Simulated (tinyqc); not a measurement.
Inside a calculation. Method: harmonic frequencies on the RHF/sto-3g surface (energies and gradients from PySCF), for H2, spin multiplicity 1. One step of it, computed by the program tinyqc.

Question. One row of the Hessian: 2Hz. Displace 2Hz by +/-0.01 bohr; H(k, :) = (g(+) - g(-)) / (2 delta).

optimised positions (bohr):
```
           x         y         z
1H  0.000000  0.000000  0.032855
2H  0.000000  0.000000  1.378771
```

gradient at +delta (hartree/bohr):
```
             x           y            z
1H  0.00000000  0.00000000  -0.00563702
2H  0.00000000  0.00000000   0.00563702
```

gradient at -delta (hartree/bohr):
```
             x           y            z
1H  0.00000000  0.00000000   0.00582375
2H  0.00000000  0.00000000  -0.00582375
```

Give: row of the Hessian.

Answer.

row of the Hessian (hartree/bohr^2): 1Hx 0.00000, 1Hy 0.00000, 1Hz -0.57304, 2Hx 0.00000, 2Hy 0.00000, 2Hz 0.57304
